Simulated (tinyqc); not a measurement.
Inside a calculation: phonon-assisted absorption at an indirect gap. Values are carried at full precision from step to step, so a last printed digit may differ when a step is redone from the rounded ones.

alpha(E) = sum_j A_j [N_j (E - Eg + w_j)^2 + (N_j + 1)(E - Eg - w_j)^2], each bracket counted only where its base is positive; N_j = 1/(exp(w_j/kB T) - 1). The first term absorbs a phonon and the second emits one; excitons and direct transitions are left out.

Constants: kB = 8.617333262e-05 eV/K.

Inputs chosen for the exercise (loosely those of GaP at room temperature; Eg is not tied to T; shifted at random, so the results belong to these values and not to a real crystal):
```
symbol  value         unit         meaning
Eg      2.252         eV           indirect gap, held fixed unless listed
w       (44.9, 13.4)  meV          two zone-edge phonons
A       (6000, 650)   1/(cm eV^2)  their strengths
T       300           K
E       2.666         eV           photon energy
nr      3.42                       refractive index
d       1.5           micrometre   thickness
xj      0.095         micrometre   dead layer at the surface
W       1.5           micrometre   depleted width
L       55            micrometre   minority diffusion length below it
```

## The four branches at one energy

Evaluate the occupations and each term.

N_j: 0.2137  1.472

terms with phonon absorption (1/cm): 270.0  174.8

terms with phonon emission (1/cm): 992.1  257.9

alpha = 1695 1/cm
wavelength hc/E (hc = 1239.841984 eV nm) = 465.1 nm

Phonon absorption supplies 26.2 % of alpha; the depth 1/alpha is 5.9 micrometre.

## What a slab does with it

Slab of thickness d in air, incoherent passes: R = ((nr - 1)/(nr + 1))^2, x = exp(-alpha d); transmitted Tr = (1 - R)^2 x/(1 - R^2 x^2), reflected Rt = R + (1 - R)^2 R x^2/(1 - R^2 x^2), absorbed Ab = (1 - R)(1 - x)/(1 - R x).

d in cm is 1e-4 times the value in micrometres.

R = 0.2998
x = 0.7755
Tr = 0.4020
Rt = 0.3932
Ab = 0.2048

A single pass would absorb (1 - R)(1 - x) = 0.1572; the back face adds 0.0476.

## Quantum efficiency of a diode

Photodiode (Gaertner form with a dead layer): QE = (1 - R) exp(-alpha xj) [1 - exp(-alpha W)/(1 + alpha L)], R = ((nr - 1)/(nr + 1))^2; responsivity = QE/E in A/W for E in eV.

Evaluate the factors; 1 micrometre = 1e-4 cm.

passes the dead layer = 0.9840
collected share = 0.9249
QE = 0.6373
responsivity = 0.2390 A/W

Without diffusion from below the collected share would be 0.2245.

## Checks

- Tr + Rt + Ab against 1: both 1.000000.

tinyqc: `OMP_NUM_THREADS=1 python tinyqc.py 1682311 1682312 out.jsonl`; about 0.01 s, one thread, shared Intel(R) Xeon(R) Processor @ 2.30GHz.
